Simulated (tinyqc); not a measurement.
Inputs raised by 10 %, one at a time: deep-level transient spectroscopy (DLTS) of one majority-carrier trap. Computed by tinyqc, a small Python program. Command: `OMP_NUM_THREADS=1 python tinyqc.py 3010865 3010866 out.jsonl dlts sens`. One thread of a shared host (Intel(R) Xeon(R) Processor @ 2.30GHz), about 0.1 s of CPU time with the checks.

A filling pulse loads the traps in a one-sided junction; under reverse bias they empty at the rate e, and the capacitance relaxes as C(t) = C_0 - dC exp(-e t). The signal is S = [C(t_2) - C(t_1)]/dC.

Inputs (values chosen for the exercise, for a model semiconductor):

| quantity | value | unit |
|---|---|---|
| density-of-states mass m | 1.04 | m_0 |
| valleys M | 1 | - |
| trap depth E_t | 0.293 | eV |
| cross-section sigma_0 | 1.8e-15 | cm^2 |
| degeneracy ratio g | 0.5 | - |
| gate time t_1 | 0.02 | s |
| ratio t_2/t_1 | 10 | - |
| temperature T | 153 | K |
| doping N | 3.7e+16 | cm^-3 |
| trap density N_t | 1.7e+14 | cm^-3 |
| dielectric constant eps | 13.9 | - |
| built-in voltage V_b | 0.67 | V |
| reverse bias V_r | 1.6 | V |
| diode area | 0.0085 | cm^2 |
| mean field F | 74000 | V/cm |

Carriers: holes. Extra term: Poole-Frenkel lowering.

Constants: k_B = 8.617333262e-05 eV/K; k_B = 1.380649e-23 J/K; m_0 = 9.1093837015e-31 kg; h = 6.62607015e-34 J s; e = 1.602176634e-19 C; eps_0 = 8.8541878128e-12 F/m.

Method:
- e = g sigma v N_b exp(-E/k_B T), v = sqrt(3 k_B T/m), N_b = 2 M (2 pi m k_B T/h^2)^(3/2), sigma = sigma_0, E = E_t - dE with the one-dimensional Poole-Frenkel lowering dE = sqrt(e^3 F/(pi eps eps_0)), F being held as an input apart from the bias (the centre is charged when empty).
- S(e) = exp(-e t_1) - exp(-e t_2) peaks at the rate window e_0 = ln(t_2/t_1)/(t_2 - t_1).
- T_p solves e(T) = e_0 (bisection between 15 and 1500 K); the half-height points solve S = S_max/2 on either side.
- W = sqrt(2 eps eps_0 (V_b + V_r)/(e N)), C_0 = eps eps_0 area/W. The pulse goes to zero bias, W_0 = W(V_r = 0). Traps within lambda = sqrt(2 eps eps_0 (E_t - E_F)/(e^2 N)) of the depletion edge stay filled, with E_F = k_B T_p ln(N_b/N) from the band, N_b = 2 M (2 pi m k_B T_p/h^2)^(3/2) (dopants taken as fully ionised). dC = C_0 (N_t/2N) f, f = [(W - lambda)^2 - max(W_0 - lambda, 0)^2]/W^2. The simple estimate is 2 N dC/C_0.

Runs:

| input moved | from | to | peak temperature T_p (K) | full width (K) | transient amplitude dC (fF) | emission rate e (1/s) |
|---|---|---|---|---|---|---|
| base run | - | - | 125.12 | 15.720 | 321.09 | 1062.0 |
| trap depth E_t (eV) | 0.293 | 0.3223 | 139.20 | 17.336 | 311.06 | 115.1 |
| cross-section sigma_0 (cm^2) | 1.8e-15 | 1.98e-15 | 124.62 | 15.601 | 320.95 | 1168.2 |
| ratio t_2/t_1 | 10 | 11 | 124.78 | 15.926 | 320.99 | 1062.0 |
| mean field F (V/cm) | 74000 | 81400 | 123.81 | 15.570 | 320.72 | 1303.6 |
| doping N (cm^-3) | 3.7e+16 | 4.07e+16 | 125.12 | 15.720 | 305.67 | 1062.0 |
| trap density N_t (cm^-3) | 1.7e+14 | 1.87e+14 | 125.12 | 15.720 | 353.20 | 1062.0 |
| reverse bias V_r (V) | 1.6 | 1.76 | 125.12 | 15.720 | 323.92 | 1062.0 |

Exponents ln(y'/y) / ln(x'/x):

| input | peak temperature T_p | full width | transient amplitude dC | emission rate e |
|---|---|---|---|---|
| trap depth E_t | 1.119 | 1.026 | -0.333 | -23.317 |
| cross-section sigma_0 | -0.042 | -0.080 | -0.005 | 1.000 |
| ratio t_2/t_1 | -0.028 | 0.137 | -0.003 | 0.000 |
| mean field F | -0.110 | -0.101 | -0.012 | 2.151 |
| doping N | 0.000 | 0.000 | -0.516 | 0.000 |
| trap density N_t | 0.000 | 0.000 | 1.000 | 0.000 |
| reverse bias V_r | 0.000 | 0.000 | 0.092 | 0.000 |

Among the inputs moved here: peak temperature T_p answers most in size to trap depth E_t (exponent +1.119), next to mean field F (-0.110); its exponent is below 0.0005 for doping N, trap density N_t, reverse bias V_r. Full width answers most in size to trap depth E_t (exponent +1.026), next to ratio t_2/t_1 (+0.137); its exponent is below 0.0005 for doping N, trap density N_t, reverse bias V_r. Transient amplitude dC answers most in size to trap density N_t (exponent +1.000), next to doping N (-0.516). Its exponent +1.000 in trap density N_t: dC is linear in N_t. Emission rate e answers most in size to trap depth E_t (exponent -23.317), next to mean field F (+2.151); its exponent is below 0.0005 for ratio t_2/t_1, doping N, trap density N_t, reverse bias V_r. Its exponent +1.000 in cross-section sigma_0: e is linear in sigma.

Extremes, crossings and ranges named in words are read from the listed rows.
